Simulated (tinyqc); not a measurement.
Ion-assisted plasma etching: sheath, surface coverage, synergy and aspect-ratio dependence: one step, computed by the program tinyqc.

Radicals adsorb on bare sites; ions remove covered sites with a high yield and bare sites by sputtering; a slow spontaneous reaction acts everywhere, walls included.

Task: Open-field etch rate. Steady coverage: s G_n (1 - theta) = x Y G_i theta; removal flux = Y G_i theta + Y_p G_i (1 - theta) + k_c G_n; rate = flux/N, 1 cm/s = 6e8 nm/min. Lateral rate = k_c G_n/N; anisotropy = 1 - lateral/vertical; synergy = vertical/(ions alone + radicals alone), with ions alone Y_p G_i/N and radicals alone the lateral rate.

Inputs (values chosen for the exercise, close to those used for silicon in a halogen plasma):
```
quantity,value,unit
gas temperature T_g,600,K
sticking coefficient s,0.21,-
radicals per removed unit x,2,-
spontaneous reaction probability k_c,3.7e-05,-
solid density N,5e+22,1/cm^3
```

Feature: round hole.

yield Y = 1.365418

sputter yield Y_p = 0.04096318

ion flux G_i = 8.659406e+14 1/(cm^2 s)

radical flux G_n = 3.984903e+17 1/(cm^2 s)

Give: coverage theta; vertical rate; lateral rate; anisotropy; synergy.

Result:

coverage theta = 0.9725

vertical rate = 13.99 nm/min

lateral rate = 0.1769 nm/min

anisotropy = 0.9874

synergy = 23.21

The surface is nearly saturated: ions limit the ion-assisted part.
